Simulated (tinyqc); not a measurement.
Inside a calculation. Method: coherent transport through a tight-binding region between two chains. Computed by tinyqc, a small Python program that keeps every step. Settings: temperature = 4, mu = -0.32. Command: `OMP_NUM_THREADS=1 python tinyqc.py 31164 31165 out.jsonl` (the two numbers bound the seeds that draw the settings). One thread of a shared host (Intel(R) Xeon(R) Processor @ 2.60GHz), about 0.08 s of CPU time with the checks.

## Transmission at E = 0.25 eV

H of the central region (eV), lower triangle:
```
,1,2,3,4,5,6
1,0.0000
2,-1.1500,0.0000
3,0.0000,-1.1500,0.0000
4,0.0000,0.0000,-1.1500,0.0000
5,0.0000,0.0000,0.0000,-1.1500,0.0000
6,-1.1500,0.0000,0.0000,0.0000,-1.1500,0.0000
```

Leads: semi-infinite chains with site energy 0:
```
parameter,value
lead hopping t (eV),1.480000
coupling to the left lead (eV),0.380000
coupling to the right lead (eV),1.420000
left contact site,1
right contact site,6
```

E = 0.2500 eV

Surface Green function g = (E - i sqrt(4 t^2 - E^2)) / (2 t^2); self-energy tc^2 g on each contact site; G = (E - H - Sigma)^(-1); Gamma = -2 Im Sigma; T = Gamma_L Gamma_R |G_LR|^2; local density of states -Im G_ii / pi.

g = 0.0571-0.6733i 1/eV

G (1/eV), lower triangle:
```
,1,2,3,4,5,6
1,-0.0713-0.2507i
2,0.4478-0.0256i,-0.1480-0.0233i
3,-0.0260+0.2563i,0.4540+0.0307i,-0.0726-0.2630i
4,-0.4421-0.0301i,0.0493+0.0166i,0.4314+0.0265i,-0.1431-0.0224i
5,0.1222-0.2498i,-0.4647-0.0343i,-0.0211+0.2572i,0.4693-0.0216i,-0.0809-0.2525i
6,0.4156+0.0844i,0.0517-0.0092i,-0.4268-0.0824i,0.0411+0.0271i,0.4179+0.0765i,-0.1319-0.0437i
```

local density of states (1/eV): 0.0798  0.0074  0.0837  0.0071  0.0804  0.0139

transmission = 0.0949

## Transmission across the band

The same steps on a grid of energies.

T(E):
```
E (eV),T
-2.812000,0.0691
-2.530800,0.1241
-2.249600,0.1026
-1.968400,0.0497
-1.687200,0.0021
-1.406000,0.0234
-1.124800,0.0242
-0.843600,0.0805
-0.562400,0.0910
-0.281200,0.0947
0,0.0956
0.281200,0.0947
0.562400,0.0910
0.843600,0.0805
1.124800,0.0242
1.406000,0.0234
1.687200,0.0021
1.968400,0.0497
2.249600,0.1026
2.530800,0.1241
2.812000,0.0691
```

levels of the isolated region (eV): -2.3000  -1.1500  -1.1500  1.1500  1.1500  2.3000

## Current

I = (2e/h) int T(E) [f(E - mu - V/2) - f(E - mu + V/2)] dE at 4 K with mu = -0.32 eV, the bias not changing H; 2e^2/h = 77.48092 microsiemens; the integral runs over the band on 4001 points.

Current:
```
V (volt),I (microampere)
0.0100,0.0730
0.0500,0.3660
0.1000,0.7318
0.2000,1.4625
0.4000,2.9186
0.8000,5.7871
```
